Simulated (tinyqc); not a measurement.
Out-diffusion of a doped substrate or buried layer into a growing epitaxial film: one step, computed by the program tinyqc. Command: `OMP_NUM_THREADS=1 python tinyqc.py 3016457 3016458 out.jsonl buried walk`. One thread of a shared host (Intel(R) Xeon(R) Processor @ 2.30GHz), about 0.01 s of CPU time with the checks.

x is counted from the original substrate surface into the film, whose surface moves as x = v t. Substrate dopant has one diffusivity; the dopant of the film is taken as uniform.

Problem. Transition width. After growth and the later budget: l2 = 2 sqrt(D t + (Dt)2); C(x) = (C_s/2) erfc(x/l2) + share x C_s exp(-x/decay length) for x > 0 (autodoping taken as unchanged by the later budget). The transition x_t solves C(x) = C_e, the metallurgical junction. Usable film = d - x_t. Also give x_t for the erfc term alone, after growth and after the later budget.

Inputs (values chosen for the exercise, modelled on phosphorus in silicon): substrate concentration C_s = 7e+19 1/cm^3; film doping C_e = 1.9e+15 1/cm^3; film thickness d = 1.1 um; growth temperature T = 1100 C; autodoping level at the start, as a share of C_s = 0.0007; decay length of autodoping = 0.15 um; later thermal budget (Dt)2 = 7.7e-12 cm^2.

Film doping: opposite type.

length l = 0.06699475 um

Give: length l2; x_t after growth, erfc alone; x_t after the later budget, erfc alone; x_t with autodoping; usable film.

Solution.

length l2 = 0.08700 um

x_t after growth, erfc alone = 0.1912 um

x_t after the later budget, erfc alone = 0.2483 um

x_t with autodoping = 0.4875 um

usable film = 0.6125 um

Autodoping sets the transition. The later budget is 0.69 times that of the growth. Caution: the substrate doping is comparable to or above the intrinsic density at growth temperature, so the diffusivity may be higher on that side.
